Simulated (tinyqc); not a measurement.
# Quasi-harmonic thermal expansion with mode Grueneisen parameters, step by step

A worked calculation. Computed by tinyqc, a small Python program that keeps every step. Command: `OMP_NUM_THREADS=1 python tinyqc.py 3011943 3011944 out.jsonl qha walk`. One thread of a shared host (Intel(R) Xeon(R) Processor @ 2.30GHz), about 0.03 s of CPU time with the checks. Intermediate numbers are printed to about 6 digits and carried at full precision; extremes and crossings named in words are read from the listed rows.

A crystal with two atoms a cell; per atom there are 1 transverse acoustic (TA), 1/2 longitudinal acoustic (LA) and 3/2 optical (O) modes. Every frequency of group i scales as nu_i (V/V0)^(-gamma_i). The acoustic groups have Debye spectra, density 3 nu^2/nu_i^3 up to nu_i (40 Gauss-Legendre points); the optical group has one frequency. Static energy: E = (9 V0 B0/16) [y^3 B' + y^2 (2 - 4 y)], y = (V0/V)^(2/3) - 1, with pressure P_s = (3 B0/2) (z^7 - z^5) [1 + (3/4)(B' - 4)(z^2 - 1)], z = (V0/V)^(1/3).

Inputs (values chosen for the exercise, for a model crystal):

| quantity | value | unit |
|---|---|---|
| static volume V0 | 31.8 | angstrom^3/atom |
| static bulk modulus B0 | 45 | GPa |
| static B' | 4.14 | - |
| frequency nu_TA | 5.59 | THz |
| frequency nu_LA | 14.2 | THz |
| frequency nu_O | 21.3 | THz |
| Grueneisen parameter gamma_TA | -1.6 | - |
| Grueneisen parameter gamma_LA | 0.86 | - |
| Grueneisen parameter gamma_O | 1.9 | - |
| temperature T | 500 | K |
| step factor f | 1 | - |

Acoustic groups: Debye.

Constants: h x 1 THz = 4.135667696 meV; k_B = 8.617333262e-05 eV/K; 1 eV/angstrom^3 = 160.2176634 GPa.

## Mode groups at the static volume

For a mode with x = h nu/(k_B T), n = 1/(exp(x) - 1): U = h nu (n + 1/2), C/k_B = x^2 n (n + 1); U_i and C_i sum these over group i with its weight per atom. Phonon pressure P_ph = sum_i gamma_i U_i/V.

Groups:

| group | h nu_i/(k_B T) | U_i (meV) | C_i (k_B) | gamma_i C_i (k_B) |
|---|---|---|---|---|
| TA | 0.536555 | 43.7048 | 0.985752 | -1.57720 |
| LA | 1.36299 | 23.5016 | 0.456470 | 0.392565 |
| O | 2.04448 | 85.7152 | 1.07093 | 2.03477 |

phonon pressure at V0 = 0.570046 GPa

## Grueneisen's estimate

gamma_th = sum gamma_i C_i / sum C_i; volume expansion coefficient alpha_V = gamma_th C k_B/(B0 V0); linear coefficient alpha_V/3; first-order volume change P_ph/B0.

heat capacity C at V0 = 2.51315 k_B/atom

gamma_th at V0 = 0.338271

linear expansion, Grueneisen estimate = 2.73405 ppm/K

first-order volume change = 1.26677 %

The negative gamma_TA is outweighed by the other groups at this T.

## Equilibrium volume by iteration

Start at V0 and step V(new) = V [1 + f (P_s + P_ph)/B0]; stop when |P_s + P_ph| < 1e-8 GPa, after 60 steps, or when V leaves 0.7 to 1.3 V0.

Iterations:

| step | V (angstrom^3) | P_s + P_ph (GPa) |
|---|---|---|
| 0 | 31.8000 | 5.70046e-01 |
| 1 | 32.2028 | 1.87791e-03 |
| 2 | 32.2042 | 4.33382e-05 |
| 3 | 32.2042 | 1.00306e-06 |
| 4 | 32.2042 | 2.32172e-08 |
| 5 | 32.2042 | 5.37392e-10 |

converged (1 yes, 0 no) = 1

volume V(T) = 32.2042 angstrom^3/atom

Converged at step 5; the volume lies +1.271 % from V0.

## Properties at the equilibrium volume

B_T = -V d(P_s + P_ph)/dV at fixed T (central difference, step 1e-4 V); alpha_V = sum gamma_i C_i k_B/(B_T V), all at V(T); the linear coefficient is alpha_L = alpha_V/3. C_P - C_V = alpha_V^2 B_T V T; the optical frequency is nu_O (V/V0)^(-gamma_O).

volume change from V0 = 1.27109 %

isothermal bulk modulus B_T = 43.9584 GPa

linear expansion coefficient = 2.87124 ppm/K

C_V = 2.52997 k_B/atom

C_P - C_V = 0.00380385 k_B/atom

optical frequency at V(T) = 20.7949 THz

B_T lies -2.31 % from the static B0, and the Grueneisen estimate at V0 differs from this expansion coefficient by -4.8 %.

## Zero-point expansion

At T = 0, U_i is the zero-point energy (h nu/2 a mode); solve P_s + P_ph = 0.

volume at T = 0 = 32.2275 angstrom^3/atom

zero-point volume change = 1.34427 %

## Expansion against temperature

V(T) solves P_s + P_ph = 0. The Grueneisen estimate uses C_i, V0 and B0 at the static volume; gamma_th = sum gamma_i C_i / sum C_i is taken at V(T).

Quasi-harmonic results:

| T (K) | V/V0 - 1 (%) | B_T (GPa) | alpha_L (ppm/K) | alpha_L, Grueneisen estimate | gamma_th |
|---|---|---|---|---|---|
| 20 | 1.34404 | 44.4572 | -0.15250 | -0.16299 | -1.51973 |
| 40 | 1.34087 | 44.4557 | -1.00752 | -1.05973 | -1.50384 |
| 70 | 1.32427 | 44.4591 | -2.53449 | -2.60511 | -1.41291 |
| 100 | 1.29709 | 44.4765 | -3.30062 | -3.36705 | -1.25732 |
| 150 | 1.24563 | 44.5078 | -3.25537 | -3.35068 | -0.87873 |
| 220 | 1.19036 | 44.4903 | -1.81087 | -1.95275 | -0.35446 |
| 300 | 1.16969 | 44.3827 | 0.05704 | -0.09202 | 0.00888 |
| 450 | 1.23105 | 44.0727 | 2.38352 | 2.24618 | 0.30108 |
| 700 | 1.48668 | 43.4906 | 4.06199 | 3.90829 | 0.45188 |
| 1000 | 1.89893 | 42.7897 | 4.83381 | 4.63171 | 0.50758 |

alpha_L is negative up to 220 K among these rows and changes sign before 300 K, once the LA and optical groups take up heat. gamma_th moves from -1.52, near gamma_TA = -1.6, to 0.51, near the average over all modes, 0.56, as the stiffer groups take up their share of C. B_T changes by -3.8 % over the table, and at the highest T the estimate at fixed V0 and B0 is off by -4.2 %.

Checks made by the program: zero of the pressure against the minimum of F(V) = E + F_ph (relative difference 8e-10); alpha against the slope of V(T) (relative difference 4e-08).
